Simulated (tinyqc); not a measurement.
Gate length: charge control and current of a heterostructure field-effect transistor. Computed by tinyqc, a small Python program. Command: `OMP_NUM_THREADS=1 python tinyqc.py 3011358 3011359 out.jsonl hemt walk`. One thread of a shared host (Intel(R) Xeon(R) Processor @ 2.30GHz), about 0.01 s of CPU time with the checks.

Two subbands in a triangular well; E_F is counted from the conduction band edge of the channel at the interface.

Inputs (values chosen for the exercise, modelled on AlGaAs/GaAs): channel mass m = 0.069 m_0; permittivity eps (barrier and channel) = 12.1; barrier thickness d = 31 nm; Schottky barrier phi_B = 0.81 eV; conduction band offset dE_c = 0.23 eV; delta-doping density N_d = 6e+12 1/cm^2; gate voltage V_G = -0.51 V; mobility mu = 7300 cm^2/(V s); saturation velocity v_s = 1.5 1e7 cm/s; gate length L = 43 nm; source resistance R_S = 0.26 ohm mm; temperature T = 77 K; mixing = 0.3; iteration cap = 200; spacer between delta layer and channel = 3.5 nm.

Charge source: delta doping. Velocity law: smooth.

Constants: e = 1.602176634e-19 C; eps_0 = 8.8541878128e-12 F/m; k_B = 8.617333262e-05 eV/K; hbar = 1.054571817e-34 J s; m_0 = 9.1093837015e-31 kg; k_B = 1.380649e-23 J/K.

Method:
- Threshold V_T = phi_B - dE_c - e N_d (d - spacer)/(eps eps_0) (in volts); C_b = eps eps_0/d.
- Charge control: n_s = C_b (V_G - V_T - E_F/e)/e. Well: mean field F = e n_s/(2 eps eps_0), E_i = (hbar^2/2m)^(1/3) [(3 pi e F/2)(i + 3/4)]^(2/3), i = 0, 1; n_s = D k_B T sum_i ln(1 + exp((E_F - E_i)/k_B T)), D = m/(pi hbar^2), which is solved in closed form for E_F.
- Iteration from n_s = C_b (V_G - V_T)/(2e): E_F from n_s, n_out from the charge control, n_new = n_s + mixing (n_out - n_s), kept above n_s/10; stop when |n_out/n_s - 1| < 1e-9.
- C_g = e dn_s/dV_G = 1/(1/C_b + 1/C_q), 1/C_q = d(E_F/e)/d(e n_s) by a central difference of +/- 0.1 % in n_s; added distance dd = eps eps_0/C_q.
- With V = e n_s/C_g and V_c = v_s L/mu: for v = mu F/(1 + mu F/v_s), V_Dsat = V_c (sqrt(1 + 2V/V_c) - 1) and I/W = C_g v_s (V - V_Dsat); g_m = dI/dV; extrinsic g_m/(1 + g_m R_S); f_T = g_m/(2 pi C_g L).

sheet density n_s = 2.49685e+12 1/cm^2

gate capacitance C_g = 0.300337 microfarad/cm^2

V = 1.33197 V

Scaling; the last columns are v_s/(2 pi L) and mu V/(2 pi L^2):
```
L (nm)  I/W (mA/mm)  g_m (mS/mm)  extrinsic g_m (mS/mm)   f_T (GHz)  velocity limit (GHz)  mobility limit (GHz)
30           545.04       428.86                 385.84  7.5754e+02                795.77            1.7195e+05
60           523.78       419.93                 378.59  3.7088e+02                397.89            4.2987e+04
120          495.17       407.36                 368.35  1.7989e+02                198.94            1.0747e+04
250          454.95       388.54                 352.89  8.2358e+01                 95.49            2.4760e+03
500          406.16       363.69                 332.27  3.8546e+01                 47.75            6.1901e+02
1000         346.70       329.95                 303.88  1.7485e+01                 23.87            1.5475e+02
2000         278.77       285.81                 266.04  7.5728e+00                 11.94            3.8688e+01
5000         185.58       212.83                 201.67  2.2557e+00                  4.77            6.1901e+00
```

What follows from these numbers?

f_T scales as L^-1.03 at the short end and L^-1.32 at the long end; the two limits cross at L = mu V/v_s = 6480 nm. g_m tends to C_g v_s = 451 mS/mm, and R_S cuts it by 10 % at the shortest gate. Fringe capacitances and short-channel effects, left out, lower f_T once L is below about ten barrier thicknesses. Caution: E_F lies above the conduction band minimum of the barrier, so electrons would spill into the barrier.

Extremes, crossings and ranges named in words are read from the listed rows.
